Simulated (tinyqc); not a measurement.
What the thin-film term adds: Deal-Grove kinetics of thermal oxidation of silicon. Computed by tinyqc, a small Python program. Command: `OMP_NUM_THREADS=1 python tinyqc.py 3005676 3005677 out.jsonl oxide walk`. One thread of a shared host (Intel(R) Xeon(R) Processor @ 2.30GHz), about 0.07 s of CPU time with the checks.

Oxidant diffuses through the oxide and reacts at the interface, so that dx/dt = B/(A + 2x) for the oxide thickness x.

Inputs (values chosen for the exercise, close to those used for silicon):
```
quantity                             value    unit
prefactor B0                           721  um^2/h
activation energy E_B                 1.25      eV
prefactor (B/A)0                  6.16e+06    um/h
activation energy E_A                 1.99      eV
temperature T                          900       C
oxidant pressure p                     0.1     atm
pressure exponent m of B/A            0.78       -
initial oxide x_i                      0.1      um
ratio c of the extra rate to B/A       1.7       -
decay length L                      0.0076      um
```

Ambient: dry oxygen. Surface: (111). Extension: thin-film term.

Constants: k_B = 8.617333262e-05 eV/K.

Method:
- B = B0 p exp(-E_B/(k_B T)), B/A = (B/A)0 p^m exp(-E_A/(k_B T)), p in atm; A = B/(B/A).
- Temperatures in kelvin are T(C) + 273.15.
- tau = (x_i^2 + A x_i)/B and x = (A/2) [sqrt(1 + 4 B (t + tau)/A^2) - 1], the root of x^2 + A x = B (t + tau).
- Thin-film (Massoud) form: dx/dt = B/(A + 2x) + c (B/A) exp(-x/L), integrated from x_i by fourth-order Runge-Kutta in 2000 steps, the i-th of length (2 i - 1) t/2000^2.

length A = 0.106500 um

parabolic constant B = 3.07620e-04 um^2/h

linear constant B/A = 0.00288846 um/h

Thickness:
```
t (h)  Deal-Grove (um)  with the term (um)  difference (nm)
0.02           0.10002             0.10002       1.8930e-07
0.05           0.10005             0.10005       4.7226e-07
0.1            0.10010             0.10010       9.4126e-07
0.3            0.10030             0.10030       2.7851e-06
1              0.10100             0.10100       8.8506e-06
3              0.10298             0.10298       2.3266e-05
10             0.10973             0.10973       5.1218e-05
30             0.12762             0.12762       6.4708e-05
```

What does the comparison show, and why?

The gain reaches at most 6.47e-5 nm among these rows, in the last row. If the base rate kept its starting value B/(A + 2 x_i), the gain would level off at L ln(1 + c (1 + 2 x_i/A) exp(-x_i/L)) = 7.18e-5 nm.
